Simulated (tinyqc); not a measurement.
Inside a calculation. Method: empirical pseudopotential in a few plane waves. One step of it, computed by the program tinyqc.

Task: Bloch Hamiltonian at G. Basis: the 15 shortest G (labels in 2 pi/a), the same at every k. H(G,G') = c |k + G|^2 delta + VS(|G-G'|^2) cos((G-G').tau) + i VA sin((G-G').tau), tau = a/8 (1,1,1); 1 Ry = 13.605693 eV.

Parameters chosen for this model: fcc lattice, atoms at +/- a/8 (1,1,1); form factors in rydberg at |G|^2 in units of (2 pi/a)^2:
```
parameter,value,unit
a,5.320000,angstrom
VS(3),-0.208000,Ry
VS(8),0.044000,Ry
VS(11),0.034000,Ry
VA(3),0.104000,Ry
VA(4),0.076000,Ry
VA(11),0.018000,Ry
hbar^2/2m (2 pi/a)^2,5.314463,eV
```

k point G (2 pi / a): 0  0  0

Give: H(k) at G.

Result:

H(k) at G (eV):
```
,+0+0+0,-1-1-1,-1-1+1,-1+1-1,-1+1+1,+1-1-1,+1-1+1,+1+1-1,+1+1+1,-2+0+0,+0-2+0,+0+0-2,+0+0+2,+0+2+0,+2+0+0
+0+0+0,0.0000,2.0011+1.0006i,-2.0011+1.0006i,-2.0011+1.0006i,-2.0011-1.0006i,-2.0011+1.0006i,-2.0011-1.0006i,-2.0011-1.0006i,2.0011-1.0006i,0.0000+1.0340i,0.0000+1.0340i,0.0000+1.0340i,0.0000-1.0340i,0.0000-1.0340i,0.0000-1.0340i
-1-1-1,2.0011-1.0006i,15.9434,0.0000-1.0340i,0.0000-1.0340i,-0.5987,0.0000-1.0340i,-0.5987,-0.5987,0.0000,-2.0011-1.0006i,-2.0011-1.0006i,-2.0011-1.0006i,-0.3271+0.1732i,-0.3271+0.1732i,-0.3271+0.1732i
-1-1+1,-2.0011-1.0006i,0.0000+1.0340i,15.9434,0.5987,0.0000-1.0340i,0.5987,0.0000-1.0340i,0.0000,-0.5987,-2.0011+1.0006i,-2.0011+1.0006i,0.3271+0.1732i,2.0011-1.0006i,-0.3271-0.1732i,-0.3271-0.1732i
-1+1-1,-2.0011-1.0006i,0.0000+1.0340i,0.5987,15.9434,0.0000-1.0340i,0.5987,0.0000,0.0000-1.0340i,-0.5987,-2.0011+1.0006i,0.3271+0.1732i,-2.0011+1.0006i,-0.3271-0.1732i,2.0011-1.0006i,-0.3271-0.1732i
-1+1+1,-2.0011+1.0006i,-0.5987,0.0000+1.0340i,0.0000+1.0340i,15.9434,0.0000,0.5987,0.5987,0.0000-1.0340i,2.0011+1.0006i,-0.3271+0.1732i,-0.3271+0.1732i,-2.0011-1.0006i,-2.0011-1.0006i,0.3271-0.1732i
+1-1-1,-2.0011-1.0006i,0.0000+1.0340i,0.5987,0.5987,0.0000,15.9434,0.0000-1.0340i,0.0000-1.0340i,-0.5987,0.3271+0.1732i,-2.0011+1.0006i,-2.0011+1.0006i,-0.3271-0.1732i,-0.3271-0.1732i,2.0011-1.0006i
+1-1+1,-2.0011+1.0006i,-0.5987,0.0000+1.0340i,0.0000,0.5987,0.0000+1.0340i,15.9434,0.5987,0.0000-1.0340i,-0.3271+0.1732i,2.0011+1.0006i,-0.3271+0.1732i,-2.0011-1.0006i,0.3271-0.1732i,-2.0011-1.0006i
+1+1-1,-2.0011+1.0006i,-0.5987,0.0000,0.0000+1.0340i,0.5987,0.0000+1.0340i,0.5987,15.9434,0.0000-1.0340i,-0.3271+0.1732i,-0.3271+0.1732i,2.0011+1.0006i,0.3271-0.1732i,-2.0011-1.0006i,-2.0011-1.0006i
+1+1+1,2.0011+1.0006i,0.0000,-0.5987,-0.5987,0.0000+1.0340i,-0.5987,0.0000+1.0340i,0.0000+1.0340i,15.9434,-0.3271-0.1732i,-0.3271-0.1732i,-0.3271-0.1732i,-2.0011+1.0006i,-2.0011+1.0006i,-2.0011+1.0006i
-2+0+0,0.0000-1.0340i,-2.0011+1.0006i,-2.0011-1.0006i,-2.0011-1.0006i,2.0011-1.0006i,0.3271-0.1732i,-0.3271-0.1732i,-0.3271-0.1732i,-0.3271+0.1732i,21.2579,0.5987,0.5987,-0.5987,-0.5987,0.0000
+0-2+0,0.0000-1.0340i,-2.0011+1.0006i,-2.0011-1.0006i,0.3271-0.1732i,-0.3271-0.1732i,-2.0011-1.0006i,2.0011-1.0006i,-0.3271-0.1732i,-0.3271+0.1732i,0.5987,21.2579,0.5987,-0.5987,0.0000,-0.5987
+0+0-2,0.0000-1.0340i,-2.0011+1.0006i,0.3271-0.1732i,-2.0011-1.0006i,-0.3271-0.1732i,-2.0011-1.0006i,-0.3271-0.1732i,2.0011-1.0006i,-0.3271+0.1732i,0.5987,0.5987,21.2579,0.0000,-0.5987,-0.5987
+0+0+2,0.0000+1.0340i,-0.3271-0.1732i,2.0011+1.0006i,-0.3271+0.1732i,-2.0011+1.0006i,-0.3271+0.1732i,-2.0011+1.0006i,0.3271+0.1732i,-2.0011-1.0006i,-0.5987,-0.5987,0.0000,21.2579,0.5987,0.5987
+0+2+0,0.0000+1.0340i,-0.3271-0.1732i,-0.3271+0.1732i,2.0011+1.0006i,-2.0011+1.0006i,-0.3271+0.1732i,0.3271+0.1732i,-2.0011+1.0006i,-2.0011-1.0006i,-0.5987,0.0000,-0.5987,0.5987,21.2579,0.5987
+2+0+0,0.0000+1.0340i,-0.3271-0.1732i,-0.3271+0.1732i,-0.3271+0.1732i,0.3271+0.1732i,2.0011+1.0006i,-2.0011+1.0006i,-2.0011+1.0006i,-2.0011-1.0006i,0.0000,-0.5987,-0.5987,0.5987,0.5987,21.2579
```
